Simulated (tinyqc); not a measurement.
From one set of inputs to another, one input at a time: avalanche multiplication and breakdown of a junction from ionisation integrals. Computed by tinyqc, a small Python program. Command: `OMP_NUM_THREADS=1 python tinyqc.py 3028699 3028700 out.jsonl impact ladder`. One thread of a shared host (Intel(R) Xeon(R) Processor @ 2.30GHz), about 0.04 s of CPU time with the checks.

Ionisation coefficients follow the local field. Position x runs through the depletion layer from the p side (x = 0), where electrons enter, to the n side (x = w), where holes enter. The built-in voltage is neglected.

The inputs printed are set A. Set A is modelled on silicon; the values taken over come from a set modelled on InP. Inputs not listed in the table keep their values of set A, so the rows need not describe a real material.

Inputs (values chosen for the exercise, modelled on silicon):
```
quantity                                        value    unit
electron prefactor a_n                         699000    1/cm
electron field b_n                           1.22e+06    V/cm
hole prefactor a_p                           1.69e+06    1/cm
hole field b_p                               2.04e+06    V/cm
exponent c                                          1       -
permittivity eps                                 11.7       -
doping gradient a                             2.9e+19  1/cm^4
bias as a fraction of the breakdown voltage       0.7       -
```

Junction: linearly graded.

Constants: e = 1.602176634e-19 C; eps_0 = 8.8541878128e-12 F/m.

Method:
- alpha_n = a_n exp(-(b_n/F)^c), alpha_p = a_p exp(-(b_p/F)^c).
- Field F = F_m [1 - (2x/w - 1)^2], w = sqrt(8 eps eps_0 F_m/(e a)), V = (2/3) F_m w.
- With Phi(x) = int_0^x (alpha_n - alpha_p) dx': 1 - 1/M_n = I_n = int_0^w alpha_n exp(-Phi) dx and M_p = M_n exp(-Phi(w)); trapezoid rule on 401 even points; breakdown at I_n = 1.
- Solve I_n(F_m) = 1.
- Bias V = fraction times the breakdown voltage.
- M_n = 1/(1 - I_n), M_p = M_n exp(-Phi(w)); McIntyre excess noise for the carrier with the larger M, F_x = k M + (1 - k)(2 - 1/M), with k = (smaller M - 1)/(larger M - 1).

Each row keeps all changes above it:
```
input moved                       from       to  breakdown voltage (V)  critical field F_m (MV/cm)     M_n
set A                                -        -                 134.80                     0.28406  1.9331
electron field b_n (V/cm)      1220000  3110000                 238.76                     0.41584  1.0170
hole field b_p (V/cm)          2040000  2330000                 268.84                     0.45007  1.0336
hole prefactor a_p (1/cm)      1690000  1920000                 263.43                     0.44402  1.0296
electron prefactor a_n (1/cm)   699000  5810000                 224.79                     0.39946  1.0701
doping gradient a (1/cm^4)     2.9e+19    4e+19                 197.65                     0.40810  1.0754
permittivity eps                  11.7     12.5                 202.94                     0.40630  1.0743
```

Which inputs carry the difference?

Breakdown voltage goes from 135 to 203, a factor 1.51 in all. The largest single move comes from electron field b_n (a factor 1.77), and electron prefactor a_n works against it (a factor 0.853). Critical field F_m goes from 0.284 to 0.406, a factor 1.43 in all. The largest single move comes from electron field b_n (a factor 1.46), and electron prefactor a_n works against it (a factor 0.900). M_n goes from 1.93 to 1.07, a factor 0.556 in all. The largest single move comes from electron field b_n (a factor 0.526). The single moves hold for this order of the switches; the total does not depend on the order.

Extremes, crossings and ranges named in words are read from the listed rows.
